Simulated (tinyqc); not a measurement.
Changing the exponent n of the profile: thermal and gravitational stress in a wafer during furnace and rapid thermal processing, and the onset of slip. Computed by tinyqc, a small Python program. Command: `OMP_NUM_THREADS=1 python tinyqc.py 3005719 3005720 out.jsonl slip sweep`. One thread of a shared host (Intel(R) Xeon(R) Processor @ 2.30GHz), about 0.01 s of CPU time with the checks.

A thin free disc in plane stress, isotropic; T(r) = T_centre + dT (r/R)^n. Stress is positive in tension; sigma_SB = 5.670374419e-8 W/(m^2 K^4), g = 9.80665 m/s^2.

Inputs (values chosen for the exercise, for a model wafer):
```
quantity                              value    unit
Young's modulus E                       150     GPa
expansion alpha                        4.39  1e-6/K
edge less centre temperature dT          19       K
temperature T                          1000       K
prefactor A of the critical stress  0.00026     MPa
energy U of the critical stress       0.986      eV
```

Temperature profile: edge zone, power law.

Constants: k_B = 8.617333262e-05 eV/K.

Method. With x = r/R: s_rr = alpha E dT (1 - x^n)/(n + 2), s_tt = alpha E dT [1 - (n + 1) x^n]/(n + 2). Critical resolved stress tau_c = A exp(U/(k_B T)), a form chosen for the exercise; slip when 0.492799 |s_tt(R)| > tau_c; allowed |dT| = tau_c (n + 2)/(0.492799 n alpha E).

One run for each value:
```
exponent n of the profile  hoop stress at the edge (MPa)  allowed |dT| (K)  r/R where s_tt = 0
2                                                 -6.256            149.28             0.57735
3                                                 -7.507            124.40             0.62996
4                                                 -8.341            111.96             0.66874
6                                                 -9.384             99.52             0.72302
10                                               -10.426             89.57             0.78679
16                                               -11.121             83.97             0.83772
30                                               -11.730             79.62             0.89184
```

Describe and explain the trends.

Over the rows, hoop stress at the edge (MPa) falls from -6.26 to -11.7 (exponent d ln y / d ln x 0.45 between the first rows and 0.085 between the last); allowed |dT| (K) falls from 149 to 79.6 (exponent d ln y / d ln x -0.45 between the first rows and -0.085 between the last); r/R where s_tt = 0 rises from 0.577 to 0.892 (exponent d ln y / d ln x 0.22 between the first rows and 0.100 between the last). The edge stress is alpha E dT n/(n + 2): half of alpha E dT for a parabola, all of it for a narrow rim, which the rest of the wafer holds fully.

Caution (all rows): at lower temperature the exponential form overstates the strength: fracture from edge flaws comes first.
